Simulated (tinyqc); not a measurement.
Leakage through a gate insulator: direct, Fowler-Nordheim, trap-assisted and Poole-Frenkel currents: one step, computed by the program tinyqc.

Electrons enter from the cathode Fermi level at x = 0; the conduction band of the insulator lies phi_b - e F x above it, F = V/t. WKB exponents use a parabolic band with mass m.

Question. Field and tunnelling without traps. For a level a distance phi(x) below the band, the WKB exponent is 2 int kappa dx with kappa = sqrt(m phi/(hbar^2/2m_0)); for a linear barrier from phi_1 down to phi_2 = max(phi_1 - e F d, 0) it is G = (4/3) sqrt(m/(hbar^2/2m_0)) (phi_1^(3/2) - phi_2^(3/2))/(e F). J_tun = e^3 F^2/(16 pi^2 hbar m phi_b) x exp(-G) / [1 - sqrt(phi_2/phi_b)]^2 with the free-electron mass in the cathode (m in m_0), phi_2 = max(phi_b - e V, 0): direct tunnelling for e V < phi_b, Fowler-Nordheim above. Image forces, back-flow and the limit on supply are left out, so J_tun is overstated below about 0.5 V. Equivalent oxide thickness = 3.9 t/eps_ox.

Inputs (values chosen for the exercise, with an insulator like Al2O3):
```
quantity                        value  unit
thickness t                       6.9    nm
barrier phi_b                    2.21    eV
tunnelling mass m                0.36   m_0
static constant eps_ox           9.01     -
voltage across the insulator V    5.3     V
```

Constants: hbar^2/(2 m_0) = 3.80998212 eV angstrom^2; e = 1.602176634e-19 C; hbar = 1.054571817e-34 J s.

Give: field F; equivalent oxide thickness; WKB exponent G; tunnelling current J_tun.

Answer.

field F = 7.681 MV/cm

equivalent oxide thickness = 2.987 nm

WKB exponent G = 17.53

tunnelling current J_tun = 2.785 A/cm^2

The barrier is a triangle 2.88 nm long: Fowler-Nordheim tunnelling.
